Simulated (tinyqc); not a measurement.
Inside a calculation: band folding and unfolding in a supercell of a chain. Values are carried at full precision from step to step, so a last printed digit may differ when a step is redone from the rounded ones.

A chain with hopping -t and n = 6 sites a supercell. H(K) has v_j on the diagonal, -t between neighbours and -t exp(2 pi i K) on the bond that closes the cell (from the last site to the first of the next cell). The point K holds the n wave vectors k_m = (K + m)/n of the primitive zone, in 2 pi/a, m = 0 to n - 1, with E0 = -2t cos(2 pi k_m). The unfolding weight of a state c on k_m is |sum_j c_j exp(-2 pi i k_m j)|^2/n, j = 0 to n - 1.

Inputs chosen for the exercise: t = 1.5 eV (hopping); v = (-0.7, 0.7, -0.7, 0.7, 0.7, -0.7) eV (site energies in the supercell); Kq = 0.08 2 pi/(n a) (wave vector in the small zone).

## Folded levels and Fourier components

List k_m and E0; V_q = (1/n) sum_j v_j exp(-2 pi i q j/n) couples k_m to k_(m+q).

Folded band:
```
m  k_m (2 pi/a)  E0 (eV)
0        0.0133  -2.9895
1        0.1800  -1.2773
2        0.3467   1.7121
3        0.5133   2.9895
4        0.6800   1.2773
5        0.8467  -1.7121
```

V_0, V_1, ... (eV): 0.0000  -0.2333  -0.4041i  -0.2333

## Supercell Hamiltonian

Fill in H(K).

H (eV):
```
                 1        2        3        4        5                6
1          -0.7000  -1.5000        0        0        0  -1.3145+0.7226i
2          -1.5000   0.7000  -1.5000        0        0                0
3                0  -1.5000  -0.7000  -1.5000        0                0
4                0        0  -1.5000   0.7000  -1.5000                0
5                0        0        0  -1.5000   0.7000          -1.5000
6  -1.3145-0.7226i        0        0        0  -1.5000          -0.7000
```

## Levels and unfolding weights

Diagonalise and project each state on the k_m.

levels (eV): -3.13976  -1.97646  -1.09795  1.09795  1.97646  3.13976

weights:
```
     level 1  level 2  level 3  level 4  level 5  level 6
m=0   0.9373   0.0303   0.0142   0.0098   0.0073   0.0012
m=1   0.0175   0.2531   0.7028   0.0138   0.0049   0.0078
m=2   0.0064   0.0040   0.0103   0.2491   0.7004   0.0298
m=3   0.0012   0.0073   0.0098   0.0142   0.0303   0.9373
m=4   0.0078   0.0049   0.0138   0.7028   0.2531   0.0175
m=5   0.0298   0.7004   0.2491   0.0103   0.0040   0.0064
```

The purest state keeps 93.7 % on one k and the most mixed (level 2 and 5) 70.0 %; rows and columns each add to one.

## Moments of the spectral function

For each k_m: mean sum_i W E_i and variance sum_i W E_i^2 less the mean squared. The mean must be E0 plus the average of v, and the variance that of v.

Moments:
```
m  mean (eV)  variance (eV^2)
0     -2.989            0.490
1     -1.277            0.490
2      1.712            0.490
3      2.989            0.490
4      1.277            0.490
5     -1.712            0.490
```

The average of v is 0.0000 eV and its variance 0.4900 eV^2: the virtual crystal gives the mean, and the variance is the spread of weight over several levels that it leaves out.

## Checks

- Variance of the spectral function against the variance of v: they agree to 1e-10 or better.
- Levels for v = 0 against the folded band: they agree to 1e-10 or better.

Program tinyqc; command `OMP_NUM_THREADS=1 python tinyqc.py 1482298 1482299 out.jsonl`; about 0.01 s on one thread of a shared Intel(R) Xeon(R) Processor @ 2.30GHz.
